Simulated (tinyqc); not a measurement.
# Pillar capacitor in an array: capacitance, non-linearity, leakage and relaxation: several studies

A film between two metal electrodes, each interface adding a series capacitance ci. The small-signal permittivity is ek (1 + aq E^2); the field is found with the linear permittivity. Leakage J = J0 sinh(E/Ef). After a voltage step the film passes a relaxation current kr C V tt^(-nr), tt being the time in seconds. The sidewall is a coaxial capacitor with radii a = dm/2 and b = dm/2 + t, depth AR dm; the end face is left out.

Parameters, values chosen for the exercise; permittivity of the order of that of aluminium oxide: relative permittivity of the film ek = 9.63; film thickness t = 4.8 nm; capacitance of each electrode interface (dead layer and screening) ci = 1000 uF/cm^2; quadratic field coefficient of the permittivity aq = 0.0036 cm^2/MV^2; bias V = 0.9 V; exponent of the relaxation current nr = 0.946; strength of the relaxation kr = 0.0012; leakage prefactor J0 = 1.6e-10 A/cm^2; field for an e-fold rise of the leakage Ef = 0.27 MV/cm; aspect ratio, depth over diameter AR = 30; pitch of the square array pt = 62 nm; resistivity of the inner electrode rho = 420 uohm cm; duration of the write pulse t0 = 1e-8 s.

Constants: eps0 = 8.8541878128e-14 F/cm where lengths are in cm. Results are converted to the units shown.

Each table varies one quantity; the others keep the values above.

## Capacitance, non-linearity and leakage against thickness

Planar film: Cf = eps0 ek/t, 1/C = 1/Cf + 2/ci, EOT = 3.9 eps0/C, effective permittivity C t/eps0, E = (V/t) C/Cf; quadratic coefficient [C(V)/C - 1]/V^2 with Cf (1 + aq E^2) in C(V).

Result of one run:
```
t (nm)	C (uF/cm^2)	EOT (nm)	effective permittivity	E (MV/cm)	quadratic coefficient (ppm/V^2)	J (A/cm^2)
27	0.3156	10.94	9.624	0.3331	492.9	2.514e-10
```

What becomes of these results when the film thickness t is changed from 27 to 5.5 nm, all else the same?

Result of the changed run:
```
t (nm)	C (uF/cm^2)	EOT (nm)	effective permittivity	E (MV/cm)	quadratic coefficient (ppm/V^2)	J (A/cm^2)
5.5	1.545	2.234	9.600	1.631	1.179e4	3.365e-8
```

The whole series:
```
t (nm)	C (uF/cm^2)	EOT (nm)	effective permittivity	E (MV/cm)	quadratic coefficient (ppm/V^2)	J (A/cm^2)
2.5	3.388	1.019	9.565	3.576	5.642e4	4.513e-5
3.7	2.294	1.505	9.586	2.421	2.593e4	6.276e-7
5.5	1.545	2.234	9.600	1.631	1.179e4	3.365e-8
8.2	1.038	3.328	9.610	1.095	5321	4.621e-9
12	0.7095	4.867	9.616	0.7489	2489	1.277e-9
18	0.4733	7.297	9.621	0.4995	1108	4.963e-10
27	0.3156	10.94	9.624	0.3331	492.9	2.514e-10
40	0.2131	16.21	9.626	0.2249	224.7	1.492e-10
60	0.1421	24.31	9.627	0.1500	99.91	9.350e-11
```

C falls from 3.39 to 0.142 uF/cm^2 while the effective permittivity goes from 9.56 to 9.63 (ek = 9.63). EOT is a straight line in t with slope 3.9/ek = 0.405 and intercept 0.00691 nm. The quadratic coefficient goes as t^(-1.98) between the first two rows and t^(-2.00) between the last two (-2 without interfaces), and J falls by 5.68 decades. For t = 2.5, 3.7 direct tunnelling, left out, would add to the leakage.

## Cell against the diameter of the pillar

Per length 1/c = ln(b/a)/(2 pi eps0 ek) + (1/a + 1/b)/(2 pi ci); cell capacitance c AR dm; per footprint over pt^2; fields c V/(2 pi eps0 ek r) at r = a and b; resistance of the inner electrode rho AR dm/(pi a^2); time constant R C/3 of the distributed line. The pitch is scaled as pt dm/(27 nm).

Cell against the diameter of the pillar:
```
dm (nm)	cell capacitance (fF)	per footprint (uF/cm^2)	field at a (MV/cm)	field at b (MV/cm)	R (kohm)	R C/3 (ps)
17	0.6081	39.90	2.356	1.506	9.437	1.913
22	0.9729	38.12	2.251	1.567	7.292	2.365
30	1.730	36.46	2.153	1.631	5.348	3.085
40	2.978	35.30	2.084	1.681	4.011	3.981
54	5.285	34.37	2.030	1.723	2.971	5.234
72	9.213	33.70	1.990	1.756	2.228	6.843
96	16.13	33.19	1.960	1.782	1.671	8.986
```

As dm goes from 17 to 96, the cell capacitance rises from 0.608 to 16.1 fF, the capacitance per footprint falls from 39.9 to 33.2 uF/cm^2, the ratio of the two fields falls from 1.56 to 1.10 and R C/3 rises from 1.91 to 8.99 ps; the time constant goes as dm^(0.82) between the first two rows and dm^(0.95) between the last two.

## Charge lost after writing

Planar film: Cf = eps0 ek/t, 1/C = 1/Cf + 2/ci, EOT = 3.9 eps0/C, effective permittivity C t/eps0, E = (V/t) C/Cf. A capacitor written for t0 and then left open loses, as a share of C V, kr (tt^(1 - nr) - t0^(1 - nr))/(1 - nr) by relaxation and J tt/(C V) by leakage; both are taken as small, and rows far outside that range are left out.

The same in every row: leakage current (nA/cm^2) = 80.97.

Charge lost after writing:
```
tt (s)	relaxation current (nA/cm^2)	loss by relaxation (%)	loss by leakage (%)	total loss (%)
1e-6	9.066e5	0.2320	5.083e-6	0.2320
1e-5	1.027e5	0.3716	5.083e-5	0.3716
0.0001	1.163e4	0.5296	5.083e-4	0.5301
0.001	1316	0.7085	0.005083	0.7136
0.01	149.1	0.9111	0.05083	0.9619
0.1	16.88	1.141	0.5083	1.649
```

What does the table show?

The two currents are equal at tt = 0.0191 s. The loss by relaxation grows from 0.232 to 1.14 %, by 0.140 points over the first decade and 0.229 over the last, while the loss by leakage grows tenfold a decade. Relaxation is the larger loss in every row.

tinyqc, about 0.01 s, one thread, Intel Xeon 2.30GHz (shared host): `OMP_NUM_THREADS=1 python tinyqc.py 2102090 2102091 out.jsonl`
